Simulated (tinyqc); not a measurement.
Surface potential of a MOS transistor: implicit equation and explicit approximations: accuracy of the approximations against gate voltage.

p-type body, charge-sheet picture, depletion and inversion only, full ionisation (an idealisation for deep acceptors), Boltzmann statistics (rough once Na exp(x - xn) passes about Nc/7). In units of Vt: xg = (Vg - Vfb)/Vt, x = psi/Vt, G = gamma/sqrt(Vt), xn = (2 phiF + Vc)/Vt. The implicit equation is (xg - x)^2 = G^2 [x - 1 + exp(x - xn)] for x above about 3. Cox = eps0 eox/tox.

ni = sqrt(Nc Nv) exp(-Eg/(2 Vt)), Eg in volts; phiF = Vt ln(Na/ni); gamma = sqrt(2 q eps0 eps_r Na)/Cox; VT = Vfb + Vt (xn + G sqrt(xn - 1)). Depletion value a = 1 + [sqrt(G^2/4 + xg - 1) - G/2]^2; inversion value b = xn + ln[(xg - xn)^2/G^2 - xn + 1] and first guess y = min(a, b) - ln(1 + exp(-|a - b|)) if a > xn + 1, else b = y = a; one second-order correction with D = exp(y - xn), p = 2 (xg - y) + G^2 (1 + D), w = (xg - y)^2 - G^2 (y - 1 + D): z = y + 2 w/(p + sqrt(p^2 - 2 (2 - G^2 D) w)), or the Newton step z = y + w/p where the root is not real. N_inv = (Cox Vt G/q) [sqrt(x - 1 + exp(x - xn)) - sqrt(x - 1)] at the root. Lambert form (Cox m Vt/q) W0[(G/(2 m sqrt(xn - 1))) exp((Vg - VT)/(m Vt))], m = 1 + G/(2 sqrt(xn - 1)). Errors under 1e-4 mV, and the linear form below VT, are printed as 0.

Parameters, values chosen for the exercise; band and dielectric values close to those of silicon:
- T = 300 K (temperature)
- Eg = 1.13 eV (band gap)
- eps_r = 11.6 (relative permittivity)
- Nc = 2.76e19 cm^-3 (conduction-band density of states at T)
- Nv = 2.6e19 cm^-3 (valence-band density of states at T)
- eox = 8.85 (relative permittivity of the gate insulator (close to aluminium oxide))
- tox = 16 nm (insulator thickness)
- Na = 2.9e16 cm^-3 (acceptor density)
- Vfb = -0.35 V (flat-band voltage)
- Vc = 0 V (channel-body voltage)

Constants: q = 1.602176634e-19 C, kB = 1.380649e-23 J/K, Vt = kB T/q, eps0 = 8.8541878128e-14 F/cm where lengths are in cm. Results are converted to the units shown.

Result of one run:

| psi (V) | x - xn | error of y (mV) | error of z (mV) | N_inv (cm^-2) | Cox (Vg - VT)/q (cm^-2) | Lambert form (cm^-2) |
|---|---|---|---|---|---|---|
| 0.4241 | -13.65 | 0 | 0 | 1.477e4 | 0 | 8615 |

Which gate-body voltage Vg gave this result: 0.2, 0.4, 0.8, 1.2 or 1.8 V?

Vg = 0.2 V.

The whole series:

| Vg (V) | psi (V) | x - xn | error of y (mV) | error of z (mV) | N_inv (cm^-2) | Cox (Vg - VT)/q (cm^-2) | Lambert form (cm^-2) |
|---|---|---|---|---|---|---|---|
| 0.2 | 0.4241 | -13.65 | 0 | 0 | 1.477e4 | 0 | 8615 |
| 0.4 | 0.5990 | -6.884 | 3.08e-3 | 0 | 1.066e7 | 0 | 8.878e6 |
| 0.6 | 0.7747 | -0.08784 | 2.43 | -3.27e-4 | 8.277e9 | 5.365e8 | 8.325e9 |
| 0.8 | 0.8733 | 3.729 | 21.8 | 6.08 | 2.843e11 | 6.119e11 | 3.030e11 |
| 1 | 0.9075 | 5.051 | 16.0 | -2.10 | 7.800e11 | 1.223e12 | 8.259e11 |
| 1.2 | 0.9277 | 5.833 | 12.4 | -0.752 | 1.323e12 | 1.835e12 | 1.391e12 |
| 1.4 | 0.9423 | 6.395 | 10.3 | -0.384 | 1.885e12 | 2.446e12 | 1.972e12 |
| 1.6 | 0.9536 | 6.834 | 8.85 | -0.230 | 2.458e12 | 3.057e12 | 2.560e12 |
| 1.8 | 0.9630 | 7.196 | 7.81 | -0.151 | 3.038e12 | 3.669e12 | 3.153e12 |

psi rises from 0.424 to 0.963 V and ends 7.2 Vt above 2 phiF + Vc. Among the rows the first guess is off by at most 22 mV (at Vg = 0.8 V) and the corrected value by at most 6.1 mV. In the last row the linear form is 21 % above N_inv and the Lambert form 3.8 % above it; in the first row the Lambert form is 42 % below it. For Vg = 1, 1.2, 1.4, 1.6, 1.8 the electron quasi-Fermi level lies less than 2 Vt below the band edge at the surface, or above it, where degeneracy and confinement, left out, matter.

Numbers from tinyqc (`OMP_NUM_THREADS=1 python tinyqc.py 2122210 2122211 out.jsonl`; about 0.01 s on one thread of a shared Intel Xeon 2.30GHz).
